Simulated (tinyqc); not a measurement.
# Worked calculation: donor binding, ionisation and the Mott limit

Program tinyqc, `OMP_NUM_THREADS=1 python tinyqc.py 2330131 2330132 out.jsonl`; Intel Xeon 2.30GHz, shared host, one thread, about 0.01 s. Printed values are rounded.

Hydrogenic donor: Ry = (m0 q^3/(8 eps0^2 h^2)) me/eps_r^2 in eV, E0 = cc Ry, radius a = q/(8 pi eps0 eps_r E0), Mott density Nm = (0.26/a)^3. Below Nm the level sinks as Ed = E0 [1 - (N/Nm)^(1/3)]. Neutrality: Nc F12(eta) = N/(1 + 2 exp(eta + Ed/kB T)), F12(x) = (2/sqrt(pi)) int_0^infinity sqrt(u)/(1 + exp(u - x)) du.

Values chosen for this exercise; band and dielectric values close to those of 4H silicon carbide:

| symbol | value | unit | meaning |
|---|---|---|---|
| T | 77 | K | temperature |
| eps_r | 9.62 |  | relative permittivity |
| me | 0.365 | m0 | mass in the hydrogenic formula, set independently of Nc |
| Nc | 2.21e18 | cm^-3 | conduction-band density of states at 77 K |
| cc | 1.7 |  | ratio of the true binding energy to the hydrogenic one |
| N | 1.8e18 | cm^-3 | donor density |

Constants: q = 1.602176634e-19 C, kB = 1.380649e-23 J/K, eps0 = 8.8541878128e-12 F/m, h = 6.62607015e-34 J s, m0 = 9.1093837015e-31 kg, Vt = kB T/q. Results are converted to the units shown.

Range of the model: A sharp level with degeneracy 2 overstates freeze-out near Nm, where the impurity band broadens and merges with the conduction band.

## Binding energy, radius and Mott density

The mean spacing of the donors is N^(-1/3).

Ry = 53.66157 meV
E0 = 91.22467 meV
a = 0.8204166 nm
Nm = 3.182855e19 cm^-3
spacing over a = 10.02016
Ed = 56.20886 meV

## Ionisation

Solve the neutrality equation for eta. Boltzmann form: with k = (Nc/2) exp(-Ed/kB T) the ionised share is [-k + sqrt(k^2 + 4 k N)]/(2 N).

eta = -4.688779
ionised share = 1.125644 %
n = 2.026160e16 cm^-3
ionised share, Boltzmann form = 1.127460 %

With the level held at E0 the share would be 0.0810 %.
